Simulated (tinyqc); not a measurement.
From results back to parameters: band offset of a heterojunction with an interface dipole (two-band chains, self-consistent charge). Three cases, with inputs chosen for the exercise.

Problem. D0 is the offset of the mid-gaps without dipole, chi the charge moved per eV of offset and u the potential step per electron moved. In linear response the valence offset is S D0 - (G2 - G1)/2 with S = 1/(1 + u chi/2). Two interfaces between the same crystals differ in D0 by a known amount, as from a layer of fixed dipoles; their offsets come from hidden S and D0.

Find: S; D0 of the first; u.

Method. S is the change of the offset over the change of D0; then D0 = (offset + (G2 - G1)/2)/S and u = 2 (1/S - 1)/chi.

Case 1.

Values chosen (out of a larger set: gaps near those of Si and HfO2; the chains and D0 are free models, so the offsets are not those of the real pair; not measured data): G1 = 1.15 eV (gap on the left); G2 = 5.53 eV (gap on the right).

chi = 0.13677 1/eV

valence offsets (eV): first -2.61504, second -1.84224

D0(second) - D0(first) = 1.20 eV

Solution.

S = 0.644
D0 of the first = -0.66 eV
u = 8.1 eV

Case 2.

Values chosen (out of a larger set: gaps near those of SiC and SiO2; the chains and D0 are free models, so the offsets are not those of the real pair; not measured data): G1 = 3.24 eV (gap on the left); G2 = 8.71 eV (gap on the right).

chi = 0.05893 1/eV

valence offsets (eV): first -3.36104, second -2.36276

D0(second) - D0(first) = 1.18 eV

Solution.

S = 0.846
D0 of the first = -0.74 eV
u = 6.2 eV

Case 3.

Values chosen (out of a larger set: gaps near those of SiC and SiO2; the chains and D0 are free models, so the offsets are not those of the real pair; not measured data): G1 = 3.31 eV (gap on the left); G2 = 9.45 eV (gap on the right).

chi = 0.05720 1/eV

valence offsets (eV): first -3.17992, second -2.86848

D0(second) - D0(first) = 0.34 eV

Solution.

S = 0.916
D0 of the first = -0.12 eV
u = 3.2 eV

Computed by tinyqc, one run a case: `OMP_NUM_THREADS=1 python tinyqc.py N N+1 out.jsonl` with N = 1452780, 1452829, 1452894; one thread of a shared Intel(R) Xeon(R) Processor @ 2.30GHz, about 0.4 s a run at most.
